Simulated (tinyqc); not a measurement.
Inside a calculation. Method: plane-wave Kohn-Sham cycle with exchange-only LDA in a layered model solid. One step of it, computed by the program tinyqc.

Problem. Iteration 2: levels at that k. Diagonalise the Hermitian matrix.

H (hartree), order -2, -1, +0, +1, +2:
```
[[0.945405, -0.007167, -0.089616, 0.002541, -0.000156],
 [-0.007167, 0.053183, -0.007167, -0.089616, 0.002541],
 [-0.089616, -0.007167, -0.190151, -0.007167, -0.089616],
 [0.002541, -0.089616, -0.007167, 0.215405, -0.007167],
 [-0.000156, 0.002541, -0.089616, -0.007167, 1.269850]]
```

Give: eigenvalues.

Solution.

eigenvalues (hartree): [-0.203, 0.014, 0.255, 0.952, 1.275]
